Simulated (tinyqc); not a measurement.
## p-n diode, drift-diffusion by the Gummel loop with Scharfetter-Gummel fluxes: effect of the length of the p side at fixed bias

Abrupt junction at x = 0, p side from -Lp, n side to Ln, ohmic contacts. psi is counted from the intrinsic level; n = ni exp((psi - phin)/Vt), p = ni exp((phip - psi)/Vt). Contacts: p side psi = V - Vt ln(Na/ni), p = Na, n = ni^2/Na; n side psi = Vt ln(Nd/ni), n = Nd, p = ni^2/Nd. Constant mobilities, D = mu Vt, Boltzmann statistics, SRH recombination through a mid-gap level, U = (n p - ni^2)/(tp (n + ni) + tn (p + ni)). Current is positive from the p contact to the n contact.

ni = sqrt(Nc Nv) exp(-Eg/(2 Vt)), Eg in volts. Poisson and both continuity equations are solved self-consistently with Scharfetter-Gummel fluxes on a graded mesh of 500 nodes. J_scr is q times the integral of U between -xp and xn. Ideal diffusion current J_id = q ni^2 [Dn coth(wp/Le)/(Le Na) + Dp coth(wn/Lh)/(Lh Nd)] (exp(V/Vt) - 1), Le = sqrt(Dn tn), Lh = sqrt(Dp tp), wp = Lp - xp, wn = Ln - xn, with xp and xn from the depletion approximation (W = sqrt(2 eps0 eps_r (Vbi - V)(1/Na + 1/Nd)/q), xp = W Nd/(Na + Nd), xn = W Na/(Na + Nd), Vbi = Vt ln(Na Nd/ni^2)). Ideality factor = 0.004 V/(Vt ln[J(V + 0.004 V)/J(V)]).

Parameters, values chosen for the exercise; band and dielectric values close to those of silicon: temperature T = 300 K; band gap Eg = 1.13 eV; relative permittivity eps_r = 11.5; conduction-band density of states at T Nc = 2.77e19 cm^-3; valence-band density of states at T Nv = 2.66e19 cm^-3; acceptor density of the p side Na = 1.1e17 cm^-3; donor density of the n side Nd = 2.1e17 cm^-3; electron mobility mun = 510 cm^2/(V s); hole mobility mup = 240 cm^2/(V s); SRH lifetime of electrons tn = 1e-8 s; SRH lifetime of holes tp = 1e-10 s; length of the n side Ln = 6.8 um; uniform generation rate G = 0 cm^-3 s^-1; bias of the p contact V = 0.57 V.

Constants: q = 1.602176634e-19 C, kB = 1.380649e-23 J/K, Vt = kB T/q, eps0 = 8.8541878128e-14 F/cm where lengths are in cm. Results are converted to the units shown.

Effect of the length of the p side at fixed bias:
columns A: Lp (um); B: J (A/cm^2); C: ideality factor; D: J_scr/J (%); E: J_id (A/cm^2); F: share recombining at the contacts (%); G: larger minority/doping at -xp and xn
```
A        B     C     D       E       F        G
1.1  0.168  1.17  35.3   0.109    30.6  3.63e-5
1.8  0.148  1.20  40.1  0.0888    20.4  3.64e-5
3    0.137  1.22  43.4  0.0775    12.2  3.65e-5
4.9  0.132  1.23  45.1  0.0723    6.51  3.65e-5
8.1  0.130  1.23  45.7  0.0704    2.58  3.65e-5
13   0.130  1.23  45.9  0.0700   0.663  3.65e-5
22   0.130  1.23  45.9  0.0700  0.0557  3.65e-5
```

Read the table: what changes, and by how much?

As Lp rises from 1.1 to 22, J falls from 0.168 to 0.130 A/cm^2, the share of the depleted layer rises from 35.3 to 45.9 % and the share lost at the contacts falls from 30.6 to 0.0557 %. The exponent d ln J/d ln Lp is -0.26 between the first two rows and 0.00 between the last two. J less J_scr is 0.16 % above J_id in the last row.

Program tinyqc, `OMP_NUM_THREADS=1 python tinyqc.py 2240067 2240068 out.jsonl`; Intel Xeon 2.30GHz, shared host, one thread, about 0.1 s.
